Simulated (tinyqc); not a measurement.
Resistance of a source-drain extension with a graded tip: two steps of the calculation.

y runs along the channel, the gate covers y > 0. The doping is N0 for y < y0 and N0 10^(-(y - y0)/la) beyond, uniform over the depth xj. Sheet conductance s(y) = q mu(N) max(N - Nch, 0) xj + (for y > 0) ma Cox Vo, with mu(N) = u0 + (u1 - u0)/(1 + (N/Nr)^au) and Cox = eps0 eox/tox. Current is taken as one-dimensional; depletion of the tip, spreading and the contact are left out. The metallurgical junction lies at yj, where N = Nch.

Inputs (values chosen for the exercise); mobility law close to that of holes in silicon: relative permittivity of the gate insulator (close to zirconium oxide) eox = 24.7; insulator thickness tox = 8.1 nm; active doping of the extension far from the gate N0 = 1e20 cm^-3; lateral abruptness la = 4.4 nm/decade; position under the gate where the fall begins (gate edge at 0) y0 = -0.9 nm; depth of the extension xj = 25 nm; channel doping Nch = 4.5e17 cm^-3; gate overdrive Vo = 0.61 V; mobility of the gate-induced layer ma = 76 cm^2/(V s); mobility at low doping u1 = 470.5 cm^2/(V s); mobility at high doping u0 = 44.9 cm^2/(V s); reference doping Nr = 2.23e17 cm^-3; exponent au = 0.719; gate length Lg = 40 nm.

Constants: q = 1.602176634e-19 C, eps0 = 8.8541878128e-14 F/cm where lengths are in cm. Results are converted to the units shown.

Question 1. Sheet resistances and junction position. yj = y0 + la log10(N0/Nch); sheet resistance of the full extension 1/[q mu(N0)(N0 - Nch) xj] and of the gate-induced layer 1/(ma Cox Vo); metallurgical length Lg - 2 yj; ye is where the doped and the gate-induced conductances are equal.

Give: yj; sheet resistance of the extension; sheet resistance of the induced layer; metallurgical length; ye; N at ye.

Answer 1.

yj = 9.426 nm
sheet resistance of the extension = 500.4 ohm/square
sheet resistance of the induced layer = 7989 ohm/square
metallurgical length = 21.15 nm
ye = 5.365 nm
N at ye = 3.768e18 cm^-3

The gate takes over 4.06 nm before the junction, where N is still 8.37 times the channel doping.

Question 2. Resistance of the overlapped part. Midpoint rule on 11 equal steps from 0 to yj: R_ov = sum h/s(y), per width.

Find: y; N; doped conductance; sheet resistance; R_ov.

Answer 2.

```
point  y (nm)  N (cm^-3)  doped conductance (uS)  sheet resistance (ohm/square)
0      0.4284   4.990e19                    1058                          845.1
1       1.285   3.187e19                   712.0                           1195
2       2.142   2.035e19                   485.1                           1639
3       2.999   1.300e19                   334.8                           2174
4       3.856   8.300e18                   233.7                           2787
5       4.713   5.301e18                   164.1                           3457
6       5.570   3.385e18                   114.8                           4167
7       6.427   2.162e18                   78.47                           4911
8       7.284   1.381e18                   50.43                           5695
9       8.141   8.817e17                   27.73                           6540
10      8.997   5.631e17                   8.578                           7477
```

R_ov = 35.03 ohm um

Program tinyqc, `OMP_NUM_THREADS=1 python tinyqc.py 2282205 2282206 out.jsonl`; Intel Xeon 2.30GHz, shared host, one thread, about 0.03 s.
